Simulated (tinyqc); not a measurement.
Hubbard chain of 3 sites, step by step. Computed by tinyqc, a small Python program that keeps every step. Settings: hopping = 1.83, U = 8.2, mixing = 1, iteration cap = 82. Command: `OMP_NUM_THREADS=1 python tinyqc.py 29186 29187 out.jsonl` (the two numbers bound the seeds that draw the settings). One thread of a shared host (Intel(R) Xeon(R) Processor @ 2.60GHz), about 0.1 s of CPU time with the checks.

one-body matrix (hopping and site energies) (eV):
```
           1          2          3
1   0.000000  -1.830000   0.000000
2  -1.830000   0.000000  -1.830000
3   0.000000  -1.830000   0.000000
```

U = 8.200000 eV

electrons, up and down: 1  1

n(up) at the start (a guess, not normalised): 1 0.783000, 2 0.000000, 3 0.783000

n(down) at the start (a guess): 1 0.000000, 2 0.783000, 3 0.000000

Each step fills the lowest levels of T + U n(other spin) and sets n(new) = n + mixing (n(out) - n); stop when output and input agree to 1e-8.

Course of the cycle:
```
iteration       E (eV)  largest |n(out) - n(in)|  mean |n_up - n_down|
1          -2.03730346                  3.38e-01              0.519016
2          -2.25905371                  1.55e-01              0.421636
3          -2.30136045                  5.40e-02              0.390721
4          -2.31465654                  4.66e-02              0.361917
5          -2.32007194                  2.23e-02              0.349153
6          -2.32254628                  2.11e-02              0.336174
7          -2.32378303                  1.12e-02              0.329736
8          -2.32443167                  1.10e-02              0.322967
9          -2.32478652                  6.17e-03              0.319425
10         -2.32498540                  6.16e-03              0.315642
11         -2.32509939                  3.55e-03              0.313606
...                ...                       ...                   ...
72         -2.91674510                  6.08e-04              0.447755
73         -2.91674588                  4.61e-04              0.447452
74         -2.91674633                  3.51e-04              0.447511
75         -2.91674659                  2.67e-04              0.447336
76         -2.91674674                  2.03e-04              0.447370
77         -2.91674683                  1.54e-04              0.447269
78         -2.91674688                  1.17e-04              0.447289
79         -2.91674691                  8.91e-05              0.447230
80         -2.91674692                  6.78e-05              0.447242
81         -2.91674693                  5.15e-05              0.447208
82         -2.91674694                  3.92e-05              0.447215
```

Can the last value be used, and what does the course show?

Not by the stop rule, although the second column moves by less than 1e-07 over the last three steps. Not converged within 82 iterations: the residual falls steadily but slowly, by a factor of about 0.76 a step. The lowest mean-field energy found from random starts is -2.91675 eV. Reruns (cap 100 unless said): mixing 0.2: not converged; mixing 0.5: not converged; mixing 0.9: not converged; the original settings with a cap of 400: converged in 113 (E = -2.91675).
